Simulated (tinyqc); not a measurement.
Comparisons within one model: free-carrier optics of a doped semiconductor (Drude model). A value that a table varies takes the place of the one given here.

eps(E) = ei [1 - Ep^2/(E^2 + i E Gam)], with Ep^2 = 8 pi c (e^2/(4 pi eps0)) N/(m ei), c = hbar^2/2m0, N in 1/angstrom^3 (1e-24 per 1/cm^3); Gam = hbar/tau, tau = mu m m0/e with m0/e = 5.685630e-12 kg/C and mu in m^2/(V s). Energies in meV.

n + i k = sqrt(eps1 + i eps2) with k >= 0; R = ((n - 1)^2 + k^2)/((n + 1)^2 + k^2) at normal incidence from vacuum; alpha = 2 E k/(hbar c), times 1e8 for 1/cm; loss function Im(-1/eps) = eps2/(eps1^2 + eps2^2).

Constants: hbar^2/2m0 = 3.80998211 eV angstrom^2; e^2/(4 pi eps0) = 14.39964547 eV angstrom; hbar = 6.58211957e-16 eV s; hbar c = 1973.269805 eV angstrom.

Parameters, chosen for this exercise (mass and dielectric values near those of Si; N and mu are free inputs; interband absorption and the rise of the mass with filling are left out; not measured data):
- N = 2.8e+17 1/cm^3 (carrier density)
- m = 0.257 m0 (conductivity mass)
- mu = 140 cm^2/(V s) (mobility)
- ei = 11.67 (high-frequency dielectric constant)
- E = 26.2 meV (photon energy)

## Reflectance across the plasma edge

Spectrum:
```
E (meV)   eps1   eps2      R  alpha (1/cm)
1.1      10.22  42.39  0.623           456
3.4      10.23  13.58  0.419           634
5.7      10.26   7.94  0.344           673
7.9      10.30   5.57  0.314           673
9.6      10.34   4.47  0.302           661
11.3     10.38   3.68  0.295           644
12.5     10.41   3.25  0.292           630
14.2     10.46   2.75  0.289           607
17.0     10.54   2.15  0.286           567
22.7     10.70   1.37  0.285           482
34.0     10.98   0.65  0.288           337
56.7     11.32   0.20  0.293           171
```

Ep = 11.3 meV and Gam = 32.2 meV: Gam exceeds Ep, so damping washes the plasma edge out. R is 0.623 at the lowest energy and lowest, 0.285, at 22.7 meV of those listed; without damping it would vanish at Ep sqrt(ei/(ei - 1)) = 11.9 meV. At the highest energy R is 0.293, against 0.299 for ei alone. Between the last two rows alpha goes as E^-1.32, where the Drude limit far above Ep and Gam is E^-2.

## Free-carrier absorption and index change in the near infrared

At the wavelengths listed E = hc/lambda (hc = 1239.841984 eV nm). Approximate forms: alpha = ei Ep^2 Gam/(E^2 sqrt(ei) hbar c) and dn = -sqrt(ei) Ep^2/(2 E^2).

Free carriers:
```
lambda (micrometre)  E (meV)  alpha (1/cm)  alpha, approximate         dn  dn, approximate
1.31                   946.4         0.800               0.800  -0.000245        -0.000245
1.55                   799.9          1.12                1.12  -0.000343        -0.000344
2.00                   619.9          1.86                1.87  -0.000571        -0.000572
3.00                   413.3          4.17                4.20   -0.00128         -0.00129
5.00                   248.0          11.5                11.7   -0.00352         -0.00358
8.00                   155.0          28.7                29.9   -0.00879         -0.00915
10.60                  117.0          48.9                52.4    -0.0150          -0.0161
```

At 1.55 micrometre alpha = 1.12 1/cm and dn = -0.000343; a phase shift of pi needs a length lambda/(2 |dn|) = 2.26e+03 micrometre, over which the loss is 1.10 dB. The approximate alpha is within 5 % up to 8 micrometre of the wavelengths listed; it needs photon energies well above both Ep and Gam, which lie at 109.3 and 38.5 micrometre. Interband and intervalley absorption are left out; with a realistic dc mobility the Drude form tends to understate the near-infrared absorption of Si.

## What moves the optical constants

At the energy E. Each row changes one parameter from the base and keeps the others.

Results:
```
case                Ep (meV)  Gam (meV)       R  alpha (1/cm)
base                   11.35      32.18  0.2860           432
N = 4.2e+17 1/cm^3     13.90      32.18  0.2802           661
m = 0.3084 m0          10.36      26.81  0.2852           368
mu = 84 cm^2/(V s)     11.35      53.63  0.2932           341
ei = 12.25             11.07      32.18  0.2958           421
E = 31.4 meV           11.35      32.18  0.2875           366
```

The largest shifts from the base row, up to three for each result and ties (the steps differ in size, so this ranks the rows, not the parameters). Ep (meV): N +2.55, m -0.99, ei -0.27; unchanged at the printed digits by mu and E. Gam (meV): mu +21.45, m -5.36; unchanged at the printed digits by N, ei and E. R: ei +0.0099, mu +0.0072, N -0.0057. alpha (1/cm): N +229, mu -91.0, E -66.0.

(tinyqc, `OMP_NUM_THREADS=1 python tinyqc.py 1650717 1650718 out.jsonl`, Intel(R) Xeon(R) Processor @ 2.30GHz, 1 thread, shared host, about 0.01 s.)
